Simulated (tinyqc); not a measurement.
# Single-junction solar cell, detailed-balance limit: where the incident power goes

Every photon above the gap Eg makes one pair and none below is absorbed; carriers thermalise at T and move without loss. Jsc = q fs X Phi(Eg, Ts); the dark current is J0 = q ge Phi(Eg, T)/ERE with the Boltzmann factor exp(V/Vt). The efficiency is the electrical power over fs X sigma Ts^4.

Photon flux above E from a black body at temperature T into a hemisphere: Phi(E, T) = A sum_k exp(-k E/th)[E^2 th/k + 2 E th^2/k^2 + 2 th^3/k^3], k = 1, 2, ..., with th = kB T/q in eV and A = 2 pi q^3/(h^3 c^2). J(V) = Jsc - J0 (exp(V/Vt) - 1); Voc = Vt ln(1 + Jsc/J0); at maximum power v = Vmp/Vt solves (1 + v) exp(v) = 1 + Jsc/J0. Pin = fs X sigma Ts^4, sigma = 2 pi^5 kB^4/(15 h^3 c^2). Power above the gap Pg = fs X A q sum_k exp(-k Eg/th)[Eg^3 a + 3 Eg^2 a^2 + 6 Eg a^3 + 6 a^4], a = th/k at Ts. Shares: Pin - Pg; Pg - Jsc Eg/q; Jsc (Eg/q - Voc); Jsc (Voc - Vmp); (Jsc - Jmp) Vmp; Jmp Vmp.

Values chosen for this exercise:
- T = 300 K (cell temperature)
- Ts = 5778 K (temperature of the black-body sun)
- fs = 2.16e-5 (share of the hemisphere filled by the sun)
- X = 1 (concentration)
- ERE = 0.3 (external radiative efficiency)
- ge = 2 (number of faces that emit)
- Eg = 0.77 eV (band gap)

Constants: q = 1.602176634e-19 C, kB = 1.380649e-23 J/K, h = 6.62607015e-34 J s, c = 299792458 m/s, Vt = kB T/q. Results are converted to the units shown.

Shares of Pin:
```
,share (%)
below the gap,10.18
thermalisation,49.13
Eg/q to Voc,13.78
Voc to Vmp,3.935
Jsc to Jmp,1.289
output,21.69
```

The six shares add up to 100 %. The largest loss is "thermalisation" with 49.1 %. The two spectral losses take 59.3 % together, more by thermalisation than below the gap: a larger gap would shift the balance.

Program tinyqc, `OMP_NUM_THREADS=1 python tinyqc.py 2820042 2820043 out.jsonl`; Intel Xeon 2.30GHz, shared host, one thread, about 0.01 s.
